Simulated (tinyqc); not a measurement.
Inside a calculation. Method: empirical pseudopotential in a few plane waves. One step of it, computed by the program tinyqc.

Problem. Levels at k. Diagonalise the Hermitian matrix.

H(k) at k (eV):
```
                     +0+0+0               -1-1-1               -1-1+1               -1+1-1
+0+0+0             2.032544   2.222377+0.923585i  -2.222377+0.923585i  -2.222377+0.923585i
-1-1-1   2.222377-0.923585i            11.239379   0.000000-0.829947i   0.000000-0.829947i
-1-1+1  -2.222377-0.923585i   0.000000+0.829947i            23.804001             0.435382
-1+1-1  -2.222377-0.923585i   0.000000+0.829947i             0.435382             9.073065
-1+1+1  -2.222377+0.923585i            -0.435382   0.000000+0.829947i   0.000000+0.829947i
+1-1-1  -2.222377-0.923585i   0.000000+0.829947i             0.435382             0.435382
+1-1+1  -2.222377+0.923585i            -0.435382   0.000000+0.829947i             0.000000
+1+1-1  -2.222377+0.923585i            -0.435382             0.000000   0.000000+0.829947i
+1+1+1   2.222377+0.923585i             0.000000            -0.435382            -0.435382
-2+0+0   0.000000-0.829947i  -2.222377+0.923585i  -2.222377-0.923585i  -2.222377-0.923585i
+0-2+0   0.000000-0.829947i  -2.222377+0.923585i  -2.222377-0.923585i   0.317482-0.182793i
+0+0-2   0.000000-0.829947i  -2.222377+0.923585i   0.317482-0.182793i  -2.222377-0.923585i
+0+0+2   0.000000+0.829947i  -0.317482-0.182793i   2.222377+0.923585i  -0.317482+0.182793i
+0+2+0   0.000000+0.829947i  -0.317482-0.182793i  -0.317482+0.182793i   2.222377+0.923585i
+2+0+0   0.000000+0.829947i  -0.317482-0.182793i  -0.317482+0.182793i  -0.317482+0.182793i

                     -1+1+1               +1-1-1               +1-1+1               +1+1-1
+0+0+0  -2.222377-0.923585i  -2.222377+0.923585i  -2.222377-0.923585i  -2.222377-0.923585i
-1-1-1            -0.435382   0.000000-0.829947i            -0.435382            -0.435382
-1-1+1   0.000000-0.829947i             0.435382   0.000000-0.829947i             0.000000
-1+1-1   0.000000-0.829947i             0.435382             0.000000   0.000000-0.829947i
-1+1+1            21.637687             0.000000             0.435382             0.435382
+1-1-1             0.000000            14.922113   0.000000-0.829947i   0.000000-0.829947i
+1-1+1             0.435382   0.000000+0.829947i            27.486735             0.435382
+1+1-1             0.435382   0.000000+0.829947i             0.435382            12.755799
+1+1+1   0.000000+0.829947i            -0.435382   0.000000+0.829947i   0.000000+0.829947i
-2+0+0   2.222377-0.923585i   0.317482-0.182793i  -0.317482-0.182793i  -0.317482-0.182793i
+0-2+0  -0.317482-0.182793i  -2.222377-0.923585i   2.222377-0.923585i  -0.317482-0.182793i
+0+0-2  -0.317482-0.182793i  -2.222377-0.923585i  -0.317482-0.182793i   2.222377-0.923585i
+0+0+2  -2.222377+0.923585i  -0.317482+0.182793i  -2.222377+0.923585i   0.317482+0.182793i
+0+2+0  -2.222377+0.923585i  -0.317482+0.182793i   0.317482+0.182793i  -2.222377+0.923585i
+2+0+0   0.317482+0.182793i   2.222377+0.923585i  -2.222377+0.923585i  -2.222377+0.923585i

                     +1+1+1               -2+0+0               +0-2+0               +0+0-2
+0+0+0   2.222377-0.923585i   0.000000+0.829947i   0.000000+0.829947i   0.000000+0.829947i
-1-1-1             0.000000  -2.222377-0.923585i  -2.222377-0.923585i  -2.222377-0.923585i
-1-1+1            -0.435382  -2.222377+0.923585i  -2.222377+0.923585i   0.317482+0.182793i
-1+1-1            -0.435382  -2.222377+0.923585i   0.317482+0.182793i  -2.222377+0.923585i
-1+1+1   0.000000-0.829947i   2.222377+0.923585i  -0.317482+0.182793i  -0.317482+0.182793i
+1-1-1            -0.435382   0.317482+0.182793i  -2.222377+0.923585i  -2.222377+0.923585i
+1-1+1   0.000000-0.829947i  -0.317482+0.182793i   2.222377+0.923585i  -0.317482+0.182793i
+1+1-1   0.000000-0.829947i  -0.317482+0.182793i  -0.317482+0.182793i   2.222377+0.923585i
+1+1+1            25.320420  -0.317482-0.182793i  -0.317482-0.182793i  -0.317482-0.182793i
-2+0+0  -0.317482+0.182793i            20.012951             0.435382             0.435382
+0-2+0  -0.317482+0.182793i             0.435382            25.861999             0.435382
+0+0-2  -0.317482+0.182793i             0.435382             0.435382            11.131063
+0+0+2  -2.222377-0.923585i            -0.435382            -0.435382             0.000000
+0+2+0  -2.222377-0.923585i            -0.435382             0.000000            -0.435382
+2+0+0  -2.222377-0.923585i             0.000000            -0.435382            -0.435382

                     +0+0+2               +0+2+0               +2+0+0
+0+0+0   0.000000-0.829947i   0.000000-0.829947i   0.000000-0.829947i
-1-1-1  -0.317482+0.182793i  -0.317482+0.182793i  -0.317482+0.182793i
-1-1+1   2.222377-0.923585i  -0.317482-0.182793i  -0.317482-0.182793i
-1+1-1  -0.317482-0.182793i   2.222377-0.923585i  -0.317482-0.182793i
-1+1+1  -2.222377-0.923585i  -2.222377-0.923585i   0.317482-0.182793i
+1-1-1  -0.317482-0.182793i  -0.317482-0.182793i   2.222377-0.923585i
+1-1+1  -2.222377-0.923585i   0.317482-0.182793i  -2.222377-0.923585i
+1+1-1   0.317482-0.182793i  -2.222377-0.923585i  -2.222377-0.923585i
+1+1+1  -2.222377+0.923585i  -2.222377+0.923585i  -2.222377+0.923585i
-2+0+0            -0.435382            -0.435382             0.000000
+0-2+0            -0.435382             0.000000            -0.435382
+0+0-2             0.000000            -0.435382            -0.435382
+0+0+2            36.260307             0.435382             0.435382
+0+2+0             0.435382            21.529371             0.435382
+2+0+0             0.435382             0.435382            27.378419
```

Give: eigenvalues.

Solution.

eigenvalues (eV): -1.852  6.859  9.628  10.244  14.416  15.827  18.404  19.876  22.357  23.620  25.328  27.617  28.942  30.771  38.408
